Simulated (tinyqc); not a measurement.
Pair-potential crystal by lattice sums: one step, computed by the program tinyqc.

Energy per atom E = (1/2) sum over neighbours of phi(r); d is the nearest-neighbour distance.

Problem. Energy and virial pressure. E = (1/2) sum count x phi; P = -(1/(6 Omega)) sum count x r phi', Omega = 0.769800 d^3.

Inputs (values chosen for the exercise, for model atoms): pair minimum r0 = 2.43 angstrom; trial neighbour distance d/r0 = 0.969.

Potential: Mie n-m. Structure: bcc.

Shells:
```
shell  count  r (angstrom)    phi (eV)  phi' (eV/angstrom)  phi'' (eV/angstrom^2)
1          8      2.354670  -0.4001929          -0.6846129               12.40629
2          6      2.718939  -0.3080958           0.5105834               -0.28542
3         12      3.845160  -0.0365794           0.0707286               -0.13204
4         24      4.508850  -0.0094832           0.0209544               -0.03847
5          8      4.709340  -0.0059731           0.0144333               -0.02729
6          6      5.437877  -0.0005165           0.0027377               -0.00870
```

Constants: 1 eV/angstrom^3 = 160.2176634 GPa.

Give: energy at the trial distance; pressure at the trial distance.

Solution.

energy at the trial distance = -2.884 eV/atom

pressure at the trial distance = -4.244 GPa

The pressure is negative, so the lattice wants to contract.
